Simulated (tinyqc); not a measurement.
# Doping from the body effect

Problem. The threshold of a long MOSFET, counted against the source, shifts by gamma (sqrt(2 phiF + Vsb) - sqrt(2 phiF)) with gamma = sqrt(2 eps0 eps_r q N)/Cox. Find 2 phiF, gamma and N from two shifts.

Values chosen for this exercise: relative permittivity eps_r = 9.63.

Constants: q = 1.602176634e-19 C, eps0 = 8.8541878128e-14 F/cm where lengths are in cm. Results are converted to the units shown.

|VT - VT(0)| at source-body biases 0.9 and 3.1 V (V): 0.0070596825  0.021296077
Cox = 1.0372049 uF/cm^2

Solution. The ratio of the shifts depends on 2 phiF alone and rises steadily with it, so it fixes 2 phiF; either shift then gives gamma, and gamma gives N.

2 phiF = 2.76 V
gamma = 0.0281 V^0.5
N = 3.10e15 cm^-3

Numbers from tinyqc (`OMP_NUM_THREADS=1 python tinyqc.py 2060011 2060012 out.jsonl`; about 0.01 s on one thread of a shared Intel Xeon 2.30GHz).
